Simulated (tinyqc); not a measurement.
# Worked calculation: superjunction drift layer against a plain one, charge balance

Program tinyqc, `OMP_NUM_THREADS=1 python tinyqc.py 2590122 2590123 out.jsonl`; Intel Xeon 2.30GHz, shared host, one thread, about 0.01 s. Printed values are rounded.

Alternating n and p pillars of equal width wp, doping N and length Lp. When depleted, the lateral field peaks at Ex = q N wp/(2 eps0 eps_r) at the pillar junctions and a uniform vertical field Ey is added; breakdown is taken where Ex^2 + Ey^2 = Ef^2. Only the n pillars conduct, narrowed by the zero-bias depletion. A first-order model: the field peaks at the pillar ends are left out.

Inputs (values chosen for the exercise); values close to those of silicon:
- eps_r = 11.3 (relative permittivity of the semiconductor)
- E16 = 0.406 MV/cm (critical field at a doping of 1e16 cm^-3)
- mx = 1320 cm^2/(V s) (mobility at low doping)
- mi = 95.5 cm^2/(V s) (mobility at high doping)
- Nr = 1.3e17 cm^-3 (reference doping of the mobility)
- BV = 810 V (wanted breakdown voltage)
- wp = 3 um (width of each pillar)
- Ef = 0.3 MV/cm (critical field inside the pillars)
- a = 0.68 (lateral peak field as a share of Ef)
- Vb = 0.8 V (built-in voltage of the pillar junctions)
- dl = -4.9 % (charge imbalance (Nn - Np)/N)

Constants: q = 1.602176634e-19 C, eps0 = 8.8541878128e-14 F/cm where lengths are in cm. Results are converted to the units shown.

## Iteration 1: doping of the plain drift layer

N at the start = 1e16 cm^-3

Ec(N) = E16 (N/1e16 cm^-3)^(1/8); N(new) = eps0 eps_r Ec(N)^2/(2 q BV).

Ec = 0.406 MV/cm
N after iteration 1 = 6.35410e14 cm^-3

## Iteration 2: doping of the plain drift layer

As before.

Ec = 0.287679 MV/cm
N after iteration 2 = 3.19020e14 cm^-3

## Course of the iteration: doping of the plain drift layer

Stop when N changes by less than 1e8 cm^-3, or after 40 iterations.

Course of the iteration:
```
iteration	N (cm^-3)	|change| (cm^-3)
1	6.35410e14	9.36e15
2	3.19020e14	3.16e14
3	2.68539e14	5.05e13
4	2.57221e14	1.13e13
5	2.54466e14	2.75e12
6	2.53782e14	6.84e11
7	2.53612e14	1.71e11
8	2.53569e14	4.27e10
9	2.53558e14	1.07e10
10	2.53556e14	2.67e9
11	2.53555e14	6.66e8
12	2.53555e14	1.67e8
13	2.53555e14	4.17e7
```

Converged in 13 iterations. At the end each change is about 0.25 times the one before: linear convergence.

## Thickness and resistance of the plain layer

N of the plain layer = 2.53555e14 cm^-3

Ec(N) = E16 (N/1e16 cm^-3)^(1/8), mu(N) = mi + (mx - mi)/(1 + (N/Nr)^0.9). W = 2 BV/Ec, Rsp = W/(q mu N).

mu = 1315.56 cm^2/(V s)
W = 63.1655 um
Rsp = 118.192 mohm cm^2

## Design of the pillars

Ex = a Ef gives N = 2 eps0 eps_r a Ef/(q wp); Ey = Ef sqrt(1 - a^2); Lp = BV/Ey; xd = sqrt(eps0 eps_r Vb/(q N)) on each side; Rsp = 2 Lp/(q mu(N) N (1 - 2 xd/wp)). mu(N) = mi + (mx - mi)/(1 + (N/Nr)^0.9).

N = 8.49289e15 cm^-3
Ey = 0.219964 MV/cm
Lp = 36.8243 um
xd = 0.242536 um
Rsp = 5.27825 mohm cm^2

The pillars have an aspect ratio of 12.3. Their doping is 33.5 times, and their Rsp 0.0447 times, that of the plain layer.

## Loss of breakdown voltage by imbalance

An imbalance dl leaves the mean net doping |dl| N/2, which tilts the vertical field by s = q |dl| N/(2 eps0 eps_r): BV(dl) = Ey Lp - s Lp^2/2, or Ey^2/(2 s) if the field reaches zero inside the pillar.

tilt s = 3.332 kV/(cm um)
BV(dl) = 584.086 V
loss = 27.8906 %
